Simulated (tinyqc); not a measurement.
Inside a calculation. Method: power iteration on a symmetric matrix. Computed by tinyqc, a small Python program that keeps every step. Settings: method = power, shift = 1.86. Command: `OMP_NUM_THREADS=1 python tinyqc.py 27213 27214 out.jsonl` (the two numbers bound the seeds that draw the settings). One thread of a shared host (Intel(R) Xeon(R) Processor @ 2.60GHz), about 0.01 s of CPU time with the checks.

## Step 1

A:
```
         1        2        3        4        5        6
1   0.2760   0.6020   0.8400   0.4890   0.0200  -1.1760
2   0.6020   0.5090   0.7680   0.0100   1.0640  -0.3680
3   0.8400   0.7680   0.7600   0.2960   0.3900  -1.2470
4   0.4890   0.0100   0.2960   2.4120  -1.0110   0.8470
5   0.0200   1.0640   0.3900  -1.0110   3.5110   0.7990
6  -1.1760  -0.3680  -1.2470   0.8470   0.7990   4.0940
```

vector v at the start: 0.4082  0.4082  0.4082  0.4082  0.4082  0.4082

shift = 1.8600

w = (A - shift) v; v' = w/|w| with its largest component positive (the first on a tie); lambda = v'^T A v'.

vector after step 1: -0.2311  0.2071  -0.0151  0.3379  0.8322  0.3111

Rayleigh quotient after step 1 = 3.5110

## Step 2

As before.

vector after step 2: 0.1186  0.1387  0.0074  -0.2044  0.6013  0.7505

Rayleigh quotient after step 2 = 4.2815

## Course of the iteration

Stop when the residual |A v - lambda v| is below 1e-9.

Steps:

| step | lambda | residual |
|---|---|---|
| 1 | 3.510955 | 1.85e+00 |
| 2 | 4.281538 | 1.63e+00 |
| 3 | 4.679548 | 1.25e+00 |
| 4 | 4.904416 | 9.26e-01 |
| 5 | 5.033449 | 6.75e-01 |
| 6 | 5.106145 | 4.86e-01 |
| 7 | 5.146443 | 3.49e-01 |
| 8 | 5.168564 | 2.50e-01 |
| 9 | 5.180651 | 1.79e-01 |
| 10 | 5.187249 | 1.28e-01 |
| 11 | 5.190854 | 9.16e-02 |
| 12 | 5.192828 | 6.58e-02 |
| 13 | 5.193913 | 4.74e-02 |
| 14 | 5.194511 | 3.42e-02 |
| 15 | 5.194842 | 2.47e-02 |
| 16 | 5.195025 | 1.80e-02 |
| 17 | 5.195127 | 1.31e-02 |
| 18 | 5.195184 | 9.55e-03 |
| 19 | 5.195216 | 6.99e-03 |
| 20 | 5.195234 | 5.13e-03 |
| 21 | 5.195244 | 3.78e-03 |
| 22 | 5.195249 | 2.79e-03 |
| 23 | 5.195253 | 2.06e-03 |
| 24 | 5.195254 | 1.53e-03 |
| 25 | 5.195255 | 1.14e-03 |
| 26 | 5.195256 | 8.45e-04 |
| 27 | 5.195256 | 6.30e-04 |
| 28 | 5.195257 | 4.70e-04 |
| 29 | 5.195257 | 3.51e-04 |
| 30 | 5.195257 | 2.63e-04 |

all eigenvalues, for comparison: -0.4701  -0.2661  0.1163  2.6110  4.3756  5.1953

Not converged in 30 steps: the residual falls only by the ratio of the two largest distances of eigenvalues from the shift, 0.75 a step.
